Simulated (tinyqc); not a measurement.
Carrier lifetime from Shockley-Read-Hall, radiative, Auger and surface recombination: one step, computed by the program tinyqc.

Energies are counted from the top of the valence band. Boltzmann statistics, full ionisation, and equal excess densities of electrons and holes.

Task: Equilibrium densities. N_c = 2 M_c (2 pi m_e k_B T/h^2)^(3/2) and N_v = 2 (2 pi m_h k_B T/h^2)^(3/2), masses in units of m_0. n_i = sqrt(N_c N_v) exp(-E_g/2 k_B T); majority density N/2 + sqrt(N^2/4 + n_i^2), minority density n_i^2 over it.

Inputs (values chosen for the exercise, for a model semiconductor): gap E_g = 1.24 eV; electron mass m_e = 0.0662 m_0; valleys M_c = 1; hole mass m_h = 0.538 m_0; temperature T = 250 K; doping N = 1e+16 cm^-3.

Doping: n-type. Surface term: two equal surfaces.

Constants: m_0 = 9.1093837015e-31 kg; k_B = 1.380649e-23 J/K; h = 6.62607015e-34 J s; k_B = 8.617333262e-05 eV/K.

Give: N_c; N_v; n_i; n_0; p_0.

Result:

N_c = 3.252e+17 cm^-3

N_v = 7.533e+18 cm^-3

n_i = 4.965e+05 cm^-3

n_0 = 1.00e+16 cm^-3

p_0 = 2.465e-05 cm^-3
